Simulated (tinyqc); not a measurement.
Valley-orbit splitting of a donor ground state, with strain: one step, computed by the program tinyqc. Command: `OMP_NUM_THREADS=1 python tinyqc.py 3016426 3016427 out.jsonl valleyorbit walk`. One thread of a shared host (Intel(R) Xeon(R) Processor @ 2.30GHz), about 0.01 s of CPU time with the checks.

The basis is the 1s envelope in each valley; energies are counted from the unstrained conduction-band edge. The strain is e_s (a a^T - 1/3) for the unit stress axis a, so valley j along n_j moves by Xi_u e_s w_j with w_j = (n_j.a)^2 - 1/3: +2/3 for [111], -2/9 for the others.

Task: Levels without strain. By symmetry: E(A1) = E_0 + Lambda + 3 Delta_1 (one state), E(T2) = E_0 + Lambda - Delta_1 (three), as binding energies.

Inputs (values chosen for the exercise, modelled on donors in germanium): single-valley binding energy E_0 = 9.61 meV; central-cell shift Lambda = 1.1 meV; coupling Delta_1 = 0.68 meV.

Valleys: four along <111>. Stress axis: [111].

Give: E(A1); E(T2).

Result:

E(A1) = 12.75 meV

E(T2) = 10.03 meV

Only A1 has all valley amplitudes in phase, so only it has weight at the nucleus.
